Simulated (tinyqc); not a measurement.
Worked calculation: coherent transport through a tight-binding region between two chains. Computed by tinyqc, a small Python program that keeps every step. Settings: temperature = 300, mu = 0.19. Command: `OMP_NUM_THREADS=1 python tinyqc.py 21834 21835 out.jsonl` (the two numbers bound the seeds that draw the settings). One thread of a shared host (Intel(R) Xeon(R) Processor @ 2.60GHz), about 0.1 s of CPU time with the checks.

## Transmission at E = 0.3 eV

H of the central region (eV):
$$\begin{pmatrix}
-0.800000 & -1.290000 & 0.000000 & 0.000000 & 0.000000 & 0.000000 \\
-1.290000 & 0.440000 & -1.750000 & 0.000000 & 0.000000 & 0.000000 \\
0.000000 & -1.750000 & 0.880000 & -1.290000 & 0.000000 & 0.000000 \\
0.000000 & 0.000000 & -1.290000 & -0.210000 & -1.840000 & 0.000000 \\
0.000000 & 0.000000 & 0.000000 & -1.840000 & -0.980000 & -1.290000 \\
0.000000 & 0.000000 & 0.000000 & 0.000000 & -1.290000 & -0.420000
\end{pmatrix}$$

Leads: semi-infinite chains with site energy 0:
```
parameter                           value
lead hopping t (eV)              1.050000
coupling to the left lead (eV)   1.180000
coupling to the right lead (eV)  0.310000
left contact site                       1
right contact site                      6
```

E = 0.300000 eV

Surface Green function g = (E - i sqrt(4 t^2 - E^2)) / (2 t^2); self-energy tc^2 g on each contact site; G = (E - H - Sigma)^(-1); Gamma = -2 Im Sigma; T = Gamma_L Gamma_R |G_LR|^2; local density of states -Im G_ii / pi.

g = 0.136054-0.942613i 1/eV

G (1/eV):
$$\begin{pmatrix}
0.162986-0.687206i & -0.039040+0.319242i & -0.123267+0.532108i & -0.002462-0.193838i & 0.087103-0.319327i & -0.082917+0.593334i \\
-0.039040+0.319242i & 0.352365-0.185620i & 0.628396-0.250177i & -0.195481+0.139327i & -0.386378+0.136778i & 0.662208-0.334448i \\
-0.123267+0.532108i & 0.628396-0.250177i & 0.141137-0.412254i & -0.013824+0.154033i & -0.095118+0.246332i & 0.114098-0.464128i \\
-0.002462-0.193838i & -0.195481+0.139327i & -0.013824+0.154033i & 0.258972-0.119755i & 0.481390-0.074797i & -0.847044+0.245031i \\
0.087103-0.319327i & -0.386378+0.136778i & -0.095118+0.246332i & 0.481390-0.074797i & -0.066743-0.151968i & 0.154786+0.257478i \\
-0.082917+0.593334i & 0.662208-0.334448i & 0.114098-0.464128i & -0.847044+0.245031i & 0.154786+0.257478i & 1.054601-0.604983i
\end{pmatrix}$$

local density of states (1/eV): [0.218744, 0.059085, 0.131224, 0.038119, 0.048373, 0.192572]

transmission = 0.170692

## Transmission across the band

The same steps on a grid of energies.

T(E):
```
E (eV)              T
-1.99500000  0.002961
-1.79550000  0.009392
-1.59600000  0.022771
-1.39650000  0.060514
-1.19700000  0.175383
-0.99750000  0.335417
-0.79800000  0.320642
-0.59850000  0.305946
-0.39900000  0.381179
-0.19950000  0.558987
0.00000000   0.513684
0.19950000   0.248578
0.39900000   0.123750
0.59850000   0.076365
0.79800000   0.058234
0.99750000   0.054945
1.19700000   0.067318
1.39650000   0.124884
1.59600000   0.301022
1.79550000   0.047004
1.99500000   0.004577
```

levels of the isolated region (eV): [-3.082363, -2.005706, -0.729258, 0.144415, 1.552652, 3.030260]

## Current

I = (2e/h) int T(E) [f(E - mu - V/2) - f(E - mu + V/2)] dE at 300 K with mu = 0.19 eV, the bias not changing H; 2e^2/h = 77.48092 microsiemens; the integral runs over the band on 4001 points.

Current:
```
V (volt)  I (microampere)
0.010000         0.203597
0.050000         1.019604
0.100000         2.049239
0.200000         4.175847
0.400000         8.872173
0.800000        19.208869
```
